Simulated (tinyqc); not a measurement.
Gate voltage for a given inversion charge.

Problem. p-type body, charge-sheet picture, depletion and inversion only, full ionisation (an idealisation for deep acceptors), Boltzmann statistics (rough once Na exp(x - xn) passes about Nc/7). In units of Vt: xg = (Vg - Vfb)/Vt, x = psi/Vt, G = gamma/sqrt(Vt), xn = (2 phiF + Vc)/Vt. The implicit equation is (xg - x)^2 = G^2 [x - 1 + exp(x - xn)] for x above about 3. Cox = eps0 eox/tox. ni = sqrt(Nc Nv) exp(-Eg/(2 Vt)), Eg in volts; phiF = Vt ln(Na/ni); gamma = sqrt(2 q eps0 eps_r Na)/Cox. N_inv = (Cox Vt G/q) [sqrt(x - 1 + exp(x - xn)) - sqrt(x - 1)]. Find x - xn, psi and Vg.

Inputs (values chosen for the exercise); band and dielectric values close to those of germanium:
```
symbol,value,unit,meaning
T,300,K,temperature
Eg,0.672,eV,band gap
eps_r,16.1,,relative permittivity
Nc,1.06e19,cm^-3,conduction-band density of states at T
Nv,6.03e18,cm^-3,valence-band density of states at T
eox,3.9,,relative permittivity of the gate insulator (close to silicon dioxide)
tox,10,nm,insulator thickness
Na,2.8e16,cm^-3,acceptor density
Vfb,-0.35,V,flat-band voltage
Vc,0,V,channel-body voltage
```

Constants: q = 1.602176634e-19 C, kB = 1.380649e-23 J/K, Vt = kB T/q, eps0 = 8.8541878128e-14 F/cm where lengths are in cm. Results are converted to the units shown.

N_inv = 1.1e10 cm^-2

Answer. N_inv rises steadily with x, so it fixes x; the implicit equation then gives xg directly.

x - xn = -0.332
psi = 0.371 V
Vg = 0.219 V

Computed by the program tinyqc: `OMP_NUM_THREADS=1 python tinyqc.py 2122135 2122136 out.jsonl`, one thread of a shared Intel Xeon 2.30GHz, about 0.01 s for the whole run.
